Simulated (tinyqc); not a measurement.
# Composition from the perpendicular lattice constant

Inverse problem. The layer is x parts of the first compound and 1 - x of the second, grown coherently on the third as substrate and barrier. Rows of the table: lattice constant a, average valence level Ea on an absolute scale, spin-orbit splitting so, gaps at Gamma, X and L, hydrostatic deformation potentials av and ac (Gamma), shear potential b, elastic constants, electron and heavy-hole (along z) masses. All are interpolated linearly in x; gaps get -C x (1 - x), taken wholly in the conduction band; real line-ups can differ from this model by 0.1 eV or more. In-plane strain e = (a_substrate - a)/a, e_z = -2 (c12/c11) e, volume change 2 e + e_z. X-ray diffraction gives a_z = a (1 + e_z) of the coherent layer. Find x, e and the relaxed Gamma gap.

Values chosen for this exercise:
- CG = 0.7 eV (bowing of the Gamma gap)
- CX = 0 eV (bowing of the X gap)
- CL = 0 eV (bowing of the L gap)

Binary compounds, values chosen for the exercise:
```
	close to InAs	close to AlAs	close to InP
a (angstrom)	6.058	5.661	5.869
Ea (eV)	-6.67	-7.49	-7.04
so (eV)	0.383	0.277	0.111
EG (eV)	0.355	2.99	1.35
EX (eV)	1.36	2.13	2.19
EL (eV)	1.07	2.35	1.92
av (eV)	0.988	2.49	1.27
ac (eV)	-5.01	-5.57	-4.99
b (eV)	-1.81	-1.49	-1.73
c11 (GPa)	83	124	100
c12 (GPa)	45.9	54.2	56.6
me (m0)	0.023	0.152	0.0808
mh (m0)	0.328	0.474	0.524
```

lattice constant along the growth direction = 5.96116754 angstrom

Solution. a_z changes steadily with x, about (1 + 2 c12/c11) times as fast as the relaxed lattice constant, so one composition matches.

x = 0.640
e = -0.779 %
relaxed Gamma gap = 1.14 eV

Program tinyqc, `OMP_NUM_THREADS=1 python tinyqc.py 2690101 2690102 out.jsonl`; Intel Xeon 2.30GHz, shared host, one thread, about 0.01 s.
